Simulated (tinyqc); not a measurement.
# Trap density from swing and capacitance

Question. In an MOS structure at one bias the subthreshold swing is S = Vt ln 10 (1 + (Cd + q Dit)/Cox) and 1/C_HF = 1/Cox + 1/Cd, Cox = 3.9 eps0/EOT. Find Cd and Dit.

Values chosen for this exercise: temperature T = 350 K; equivalent oxide thickness EOT = 1.9 nm.

Constants: q = 1.602176634e-19 C, kB = 1.380649e-23 J/K, Vt = kB T/q, eps0 = 8.8541878128e-14 F/cm where lengths are in cm. Results are converted to the units shown.

S = 78.375405 mV/decade
C_HF = 174.09486 nF/cm^2

Solution. C_HF gives Cd, and the swing gives Cd + q Dit.

Cd = 193 nF/cm^2
Dit = 2.57e11 cm^-2 eV^-1

Computed by the program tinyqc: `OMP_NUM_THREADS=1 python tinyqc.py 2030152 2030153 out.jsonl`, one thread of a shared Intel Xeon 2.30GHz, about 0.01 s for the whole run.
